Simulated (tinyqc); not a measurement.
UKS/PBE in the sto-6g basis, for H4, spin multiplicity 3, step by step. This run ends on a higher stationary point, not on the lowest solution. Computed by tinyqc, a small Python program that keeps every step (integrals from PySCF). Settings: charge = 0, multiplicity = 3, basis = sto-6g, energy threshold = 1e-10, iteration cap = 79, orthogonalisation = symmetric, start = atomic densities, DIIS depth = 0, method = UKS, functional = pbe,pbe, grid = [30, 50]. Command: `OMP_NUM_THREADS=1 python tinyqc.py 30413 30414 out.jsonl` (the two numbers bound the seeds that draw the settings). One thread of a shared host (Intel(R) Xeon(R) Processor @ 2.60GHz), about 3 s of CPU time with the checks. Later iterations appear only in the table of the cycle.

## One-electron integrals

Geometry (angstrom):
```
atom       x       y       z
H     0.0000  0.0000  0.0000
H     0.0000  0.0000  1.2480
H     0.0000  2.2080  0.0000
H     0.0000  2.2080  1.2480
```

Basis sto-6g: exponents (1/bohr^2) and contraction coefficients of normalised primitives:
```
element  l (shell)  exponent  coefficient
H            s (1)   35.5232       0.0092
H            s (1)    6.5131       0.0494
H            s (1)    1.8221       0.1685
H            s (1)    0.6260       0.3706
H            s (1)    0.2431       0.4165
H            s (1)    0.1001       0.1303
```

Overlap, kinetic and nuclear-attraction integrals over the contracted functions; the nuclear repulsion is the sum of Za Zb / Rab.

nuclear repulsion = 1.744652 hartree

overlap S, lower triangle:
```
        1H 1s   2H 1s   3H 1s   4H 1s
1H 1s  1.0000
2H 1s  0.3638  1.0000
3H 1s  0.0855  0.0491  1.0000
4H 1s  0.0491  0.0855  0.3638  1.0000
```

kinetic energy T (hartree), lower triangle:
```
         1H 1s    2H 1s   3H 1s   4H 1s
1H 1s   0.7685
2H 1s   0.0443   0.7685
3H 1s  -0.0120  -0.0097  0.7685
4H 1s  -0.0097  -0.0120  0.0443  0.7685
```

nuclear attraction V (hartree), lower triangle:
```
         1H 1s    2H 1s    3H 1s    4H 1s
1H 1s  -2.1070
2H 1s  -0.6893  -2.1070
3H 1s  -0.1408  -0.0831  -2.1070
4H 1s  -0.0831  -0.1408  -0.6893  -2.1070
```

core Hamiltonian H = T + V (hartree), lower triangle:
```
         1H 1s    2H 1s    3H 1s    4H 1s
1H 1s  -1.3385
2H 1s  -0.6451  -1.3385
3H 1s  -0.1528  -0.0928  -1.3385
4H 1s  -0.0928  -0.1528  -0.6451  -1.3385
```

## Two-electron integrals

Functions are numbered as in S; the eight-fold symmetry (ij|kl) = (ji|kl) = (kl|ij) leaves the list below.

Two-electron integrals (ij|kl) in chemists' order, unique and non-zero (hartree):
```
(11|11) 0.7750   (21|11) 0.2101   (21|21) 0.0797   (22|11) 0.4049
(22|21) 0.2101   (22|22) 0.7750   (31|11) 0.0376   (31|21) 0.0118
(31|22) 0.0265   (31|31) 0.0036   (32|11) 0.0181   (32|21) 0.0072
(32|22) 0.0199   (32|31) 0.0018   (32|32) 0.0011   (33|11) 0.2393
(33|21) 0.0833   (33|22) 0.2085   (33|31) 0.0376   (33|32) 0.0199
(33|33) 0.7750   (41|11) 0.0199   (41|21) 0.0072   (41|22) 0.0181
(41|31) 0.0018   (41|32) 0.0011   (41|33) 0.0181   (41|41) 0.0011
(42|11) 0.0265   (42|21) 0.0118   (42|22) 0.0376   (42|31) 0.0025
(42|32) 0.0018   (42|33) 0.0265   (42|41) 0.0018   (42|42) 0.0036
(43|11) 0.0833   (43|21) 0.0311   (43|22) 0.0833   (43|31) 0.0118
(43|32) 0.0072   (43|33) 0.2101   (43|41) 0.0072   (43|42) 0.0118
(43|43) 0.0797   (44|11) 0.2085   (44|21) 0.0833   (44|22) 0.2393
(44|31) 0.0265   (44|32) 0.0181   (44|33) 0.4049   (44|41) 0.0199
(44|42) 0.0376   (44|43) 0.2101   (44|44) 0.7750
```

## Orthogonalisation

S = U s U^T; symmetric (Loewdin) form X = U s^(-1/2) U^T, so that X^T S X = 1.

eigenvalues of S: 0.5998  0.6726  1.2292  1.4984

X, lower triangle:
```
         1H 1s    2H 1s    3H 1s   4H 1s
1H 1s   1.0574
2H 1s  -0.1979   1.0574
3H 1s  -0.0392  -0.0033   1.0574
4H 1s  -0.0033  -0.0392  -0.1979  1.0574
```

## Starting guess

The start is atomic minimal-basis densities projected into this basis (PySCF's MINAO start) and scaled to the electron count of each spin; this density is not idempotent, so its energy is not variational and may lie below the converged one.

D(alpha) at the start, lower triangle:
```
        1H 1s   2H 1s   3H 1s   4H 1s
1H 1s  0.7223
2H 1s  0.0659  0.7223
3H 1s  0.0344  0.0153  0.7223
4H 1s  0.0153  0.0344  0.0659  0.7223
```

D(beta) at the start, lower triangle:
```
        1H 1s   2H 1s   3H 1s   4H 1s
1H 1s  0.2408
2H 1s  0.0220  0.2408
3H 1s  0.0115  0.0051  0.2408
4H 1s  0.0051  0.0115  0.0220  0.2408
```

## Iteration 1: exchange-correlation on the grid

Becke grid with 30 radial and 50 angular points per atom, points of zero weight dropped. rho = sum D_ij phi_i phi_j; V_xc,ij = sum w v_xc phi_i phi_j plus the gradient terms; v_xc is d(rho eps)/d rho(s) for spin s at fixed gradient.

The 8 grid points with the largest w rho, of 5944 (bohr, atomic units):
```
x             y       z       w  rho(alpha)  rho(beta)   eps_xc  v_xc(alpha)
0.0000   0.7615  0.7615  0.0608      0.0386     0.0129  -0.3452      -0.4383
0.0000   0.7615  1.5969  0.0608      0.0386     0.0129  -0.3452      -0.4383
0.0000   3.4111  0.7615  0.0608      0.0386     0.0129  -0.3452      -0.4383
0.0000   3.4111  1.5969  0.0608      0.0386     0.0129  -0.3452      -0.4383
0.7615   0.0000  0.7615  0.0604      0.0383     0.0128  -0.3449      -0.4365
-0.7615  0.0000  0.7615  0.0604      0.0383     0.0128  -0.3449      -0.4365
-0.7615  0.0000  1.5969  0.0604      0.0383     0.0128  -0.3449      -0.4365
0.7615   0.0000  1.5969  0.0604      0.0383     0.0128  -0.3449      -0.4365
```

electrons on the grid, sum of w rho = 3.9993

E_xc = sum of w rho eps_xc = -1.397728 hartree

V_xc(alpha) (hartree), lower triangle:
```
         1H 1s    2H 1s    3H 1s    4H 1s
1H 1s  -0.4752
2H 1s  -0.1522  -0.4752
3H 1s  -0.0269  -0.0157  -0.4752
4H 1s  -0.0157  -0.0269  -0.1522  -0.4752
```

V_xc(beta) (hartree), lower triangle:
```
         1H 1s    2H 1s    3H 1s    4H 1s
1H 1s  -0.3748
2H 1s  -0.1195  -0.3748
3H 1s  -0.0213  -0.0125  -0.3748
4H 1s  -0.0125  -0.0213  -0.1195  -0.3748
```

## Iteration 1: building the Kohn-Sham matrix

J_ij = sum D_kl (ij|kl) with D = D(alpha) + D(beta); F = H + J + V_xc; E = tr D H + tr D J / 2 + E_xc + E_nn.

Coulomb J (hartree), lower triangle:
```
        1H 1s   2H 1s   3H 1s   4H 1s
1H 1s  1.6267
2H 1s  0.5873  1.6267
3H 1s  0.1284  0.0761  1.6267
4H 1s  0.0761  0.1284  0.5873  1.6267
```

F(alpha) (hartree), lower triangle:
```
         1H 1s    2H 1s    3H 1s    4H 1s
1H 1s  -0.1871
2H 1s  -0.2099  -0.1871
3H 1s  -0.0513  -0.0324  -0.1871
4H 1s  -0.0324  -0.0513  -0.2099  -0.1871
```

F(beta) (hartree), lower triangle:
```
         1H 1s    2H 1s    3H 1s    4H 1s
1H 1s  -0.0866
2H 1s  -0.1773  -0.0866
3H 1s  -0.0458  -0.0292  -0.0866
4H 1s  -0.0292  -0.0458  -0.1773  -0.0866
```

total energy of this density = -1.820441 hartree

This density is the starting one; it is not idempotent, so its energy is not variational and may lie below the converged one.

## Iteration 1: diagonalisation and new density

Diagonalise F' = X^T F X, C = X C', fill 3 alpha and 1 beta electrons from the bottom; D(s) = C_occ C_occ^T. Each column has its largest component positive (the first on a tie).

F' = X^T F X (alpha) (hartree), lower triangle:
```
         1        2        3        4
1  -0.1250
2  -0.1628  -0.1250
3  -0.0324  -0.0006  -0.1250
4  -0.0006  -0.0324  -0.1628  -0.1250
```

orbital energies (alpha) (hartree): MO1 -0.3208, MO2 -0.2548, MO3 0.0059, MO4 0.0696

coefficients C (alpha):
```
          MO1      MO2      MO3      MO4
1H 1s  0.4085   0.4510   0.6097   0.6456
2H 1s  0.4085   0.4510  -0.6097  -0.6456
3H 1s  0.4085  -0.4510   0.6097  -0.6456
4H 1s  0.4085  -0.4510  -0.6097   0.6456
```

F' = X^T F X (beta) (hartree), lower triangle:
```
         1        2        3        4
1  -0.0227
2  -0.1672  -0.0227
3  -0.0353  -0.0009  -0.0227
4  -0.0009  -0.0353  -0.1672  -0.0227
```

orbital energies (beta) (hartree): MO1 -0.2261, MO2 -0.1537, MO3 0.1101, MO4 0.1788

coefficients C (beta):
```
          MO1      MO2      MO3      MO4
1H 1s  0.4085   0.4510   0.6097   0.6456
2H 1s  0.4085   0.4510  -0.6097  -0.6456
3H 1s  0.4085  -0.4510   0.6097  -0.6456
4H 1s  0.4085  -0.4510  -0.6097   0.6456
```

D(alpha) after iteration 1, lower triangle:
```
         1H 1s    2H 1s    3H 1s   4H 1s
1H 1s   0.7419
2H 1s  -0.0015   0.7419
3H 1s   0.3352  -0.4082   0.7419
4H 1s  -0.4082   0.3352  -0.0015  0.7419
```

D(beta) after iteration 1, lower triangle:
```
        1H 1s   2H 1s   3H 1s   4H 1s
1H 1s  0.1668
2H 1s  0.1668  0.1668
3H 1s  0.1668  0.1668  0.1668
4H 1s  0.1668  0.1668  0.1668  0.1668
```

## Iteration 2: exchange-correlation on the grid

As before.

The 8 grid points with the largest w rho, of 5944 (bohr, atomic units):
```
x            y       z       w  rho(alpha)  rho(beta)   eps_xc  v_xc(alpha)
0.0000  3.4111  0.7615  0.0608      0.0367     0.0160  -0.3419      -0.4338
0.0000  3.4111  1.5969  0.0608      0.0367     0.0160  -0.3419      -0.4338
0.0000  0.7615  0.7615  0.0608      0.0367     0.0160  -0.3419      -0.4338
0.0000  0.7615  1.5969  0.0608      0.0367     0.0160  -0.3419      -0.4338
0.0000  3.2563  0.9162  0.0871      0.0244     0.0123  -0.3034      -0.3844
0.0000  3.2563  1.4421  0.0871      0.0244     0.0123  -0.3034      -0.3844
0.0000  0.9162  0.9162  0.0871      0.0244     0.0123  -0.3034      -0.3844
0.0000  0.9162  1.4421  0.0871      0.0244     0.0123  -0.3034      -0.3844
```

electrons on the grid, sum of w rho = 3.9993

E_xc = sum of w rho eps_xc = -1.381755 hartree

V_xc(alpha) (hartree), lower triangle:
```
         1H 1s    2H 1s    3H 1s    4H 1s
1H 1s  -0.4750
2H 1s  -0.1513  -0.4750
3H 1s  -0.0272  -0.0158  -0.4750
4H 1s  -0.0158  -0.0272  -0.1513  -0.4750
```

V_xc(beta) (hartree), lower triangle:
```
         1H 1s    2H 1s    3H 1s    4H 1s
1H 1s  -0.3692
2H 1s  -0.1221  -0.3692
3H 1s  -0.0222  -0.0132  -0.3692
4H 1s  -0.0132  -0.0222  -0.1221  -0.3692
```

## Iteration 2: building the Kohn-Sham matrix

As before.

Coulomb J (hartree), lower triangle:
```
        1H 1s   2H 1s   3H 1s   4H 1s
1H 1s  1.6223
2H 1s  0.5868  1.6223
3H 1s  0.1287  0.0764  1.6223
4H 1s  0.0764  0.1287  0.5868  1.6223
```

F(alpha) (hartree), lower triangle:
```
         1H 1s    2H 1s    3H 1s    4H 1s
1H 1s  -0.1911
2H 1s  -0.2096  -0.1911
3H 1s  -0.0512  -0.0322  -0.1911
4H 1s  -0.0322  -0.0512  -0.2096  -0.1911
```

F(beta) (hartree), lower triangle:
```
         1H 1s    2H 1s    3H 1s    4H 1s
1H 1s  -0.0854
2H 1s  -0.1804  -0.0854
3H 1s  -0.0463  -0.0297  -0.0854
4H 1s  -0.0297  -0.0463  -0.1804  -0.0854
```

total energy of this density = -1.911481 hartree

## Iteration 2: diagonalisation and new density

As before.

F' = X^T F X (alpha) (hartree), lower triangle:
```
         1        2        3        4
1  -0.1299
2  -0.1607  -0.1299
3  -0.0321  -0.0005  -0.1299
4  -0.0005  -0.0321  -0.1607  -0.1299
```

orbital energies (alpha) (hartree): MO1 -0.3232, MO2 -0.2581, MO3 -0.0008, MO4 0.0624

coefficients C (alpha):
```
          MO1      MO2      MO3      MO4
1H 1s  0.4085   0.4510   0.6097   0.6456
2H 1s  0.4085   0.4510  -0.6097  -0.6456
3H 1s  0.4085  -0.4510   0.6097  -0.6456
4H 1s  0.4085  -0.4510  -0.6097   0.6456
```

F' = X^T F X (beta) (hartree), lower triangle:
```
         1        2        3        4
1  -0.0199
2  -0.1713  -0.0199
3  -0.0358  -0.0011  -0.0199
4  -0.0011  -0.0358  -0.1713  -0.0199
```

orbital energies (beta) (hartree): MO1 -0.2281, MO2 -0.1544, MO3 0.1167, MO4 0.1861

coefficients C (beta):
```
          MO1      MO2      MO3      MO4
1H 1s  0.4085   0.4510   0.6097   0.6456
2H 1s  0.4085   0.4510  -0.6097  -0.6456
3H 1s  0.4085  -0.4510   0.6097  -0.6456
4H 1s  0.4085  -0.4510  -0.6097   0.6456
```

D(alpha) after iteration 2, lower triangle:
```
         1H 1s    2H 1s    3H 1s   4H 1s
1H 1s   0.7419
2H 1s  -0.0015   0.7419
3H 1s   0.3352  -0.4082   0.7419
4H 1s  -0.4082   0.3352  -0.0015  0.7419
```

D(beta) after iteration 2, lower triangle:
```
        1H 1s   2H 1s   3H 1s   4H 1s
1H 1s  0.1668
2H 1s  0.1668  0.1668
3H 1s  0.1668  0.1668  0.1668
4H 1s  0.1668  0.1668  0.1668  0.1668
```

## Iteration 3 (converged): orbitals

converged F(alpha) (hartree), lower triangle:
```
         1H 1s    2H 1s    3H 1s    4H 1s
1H 1s  -0.1911
2H 1s  -0.2096  -0.1911
3H 1s  -0.0512  -0.0322  -0.1911
4H 1s  -0.0322  -0.0512  -0.2096  -0.1911
```

converged F(beta) (hartree), lower triangle:
```
         1H 1s    2H 1s    3H 1s    4H 1s
1H 1s  -0.0854
2H 1s  -0.1804  -0.0854
3H 1s  -0.0463  -0.0297  -0.0854
4H 1s  -0.0297  -0.0463  -0.1804  -0.0854
```

As before.

F' = X^T F X (alpha) (hartree), lower triangle:
```
         1        2        3        4
1  -0.1299
2  -0.1607  -0.1299
3  -0.0321  -0.0005  -0.1299
4  -0.0005  -0.0321  -0.1607  -0.1299
```

orbital energies (alpha) (hartree): MO1 -0.3232, MO2 -0.2581, MO3 -0.0008, MO4 0.0624

coefficients C (alpha):
```
          MO1      MO2      MO3      MO4
1H 1s  0.4085   0.4510   0.6097   0.6456
2H 1s  0.4085   0.4510  -0.6097  -0.6456
3H 1s  0.4085  -0.4510   0.6097  -0.6456
4H 1s  0.4085  -0.4510  -0.6097   0.6456
```

F' = X^T F X (beta) (hartree), lower triangle:
```
         1        2        3        4
1  -0.0199
2  -0.1713  -0.0199
3  -0.0358  -0.0011  -0.0199
4  -0.0011  -0.0358  -0.1713  -0.0199
```

orbital energies (beta) (hartree): MO1 -0.2281, MO2 -0.1544, MO3 0.1167, MO4 0.1861

coefficients C (beta):
```
          MO1      MO2      MO3      MO4
1H 1s  0.4085   0.4510   0.6097   0.6456
2H 1s  0.4085   0.4510  -0.6097  -0.6456
3H 1s  0.4085  -0.4510   0.6097  -0.6456
4H 1s  0.4085  -0.4510  -0.6097   0.6456
```

D(alpha) after iteration 3, lower triangle:
```
         1H 1s    2H 1s    3H 1s   4H 1s
1H 1s   0.7419
2H 1s  -0.0015   0.7419
3H 1s   0.3352  -0.4082   0.7419
4H 1s  -0.4082   0.3352  -0.0015  0.7419
```

D(beta) after iteration 3, lower triangle:
```
        1H 1s   2H 1s   3H 1s   4H 1s
1H 1s  0.1668
2H 1s  0.1668  0.1668
3H 1s  0.1668  0.1668  0.1668
4H 1s  0.1668  0.1668  0.1668  0.1668
```

## Convergence

Stop when the energy changes by less than 1e-10 hartree and every element of the error matrix X^T (F D S - S D F) X (for each spin) is below 3e-06.

Course of the cycle:
```
iteration  E (hartree)     change  largest element of the error matrix
1            -1.820441          -                             2.43e-16
2            -1.911481  -9.10e-02                             4.82e-15
3            -1.911481   2.22e-16                             3.58e-14
```

PySCF UKS in the same basis, fine grid, after a stability check = -1.923706 hartree

Converged in 3 iterations. But the solution lies 0.01222 hartree above the reference: it is another stationary point, not the lowest one. Reruns (cap 100 unless said): DIIS 8: converged in 3 to a higher stationary point; damping 0.5: not converged; level shift 0.5: converged in 3 to a higher stationary point; atomic densities as start, DIIS 8: converged in 3 to a higher stationary point.

## Populations, bond orders and dipole

Mulliken: Z minus the diagonal of D S on the atom; Loewdin: the same with S^(1/2) D S^(1/2); Mayer order: 2 sum_s sum (D(s) S)_ij (D(s) S)_ji over the two atoms.

Charges (e):
```
atom  Mulliken  Loewdin  Mulliken spin
1H           0        0         0.5000
2H           0        0         0.5000
3H           0        0         0.5000
4H           0        0         0.5000
```

Mayer bond orders:
```
pair   order
2-1   0.2500
3-1   0.2500
3-2   0.2500
4-1   0.2500
4-2   0.2500
4-3   0.2500
```

dipole moment about the origin, x y z (debye): 0.0000  0.0000  0.0000

<S^2> of the determinant (pure state: 2) = 2.0000
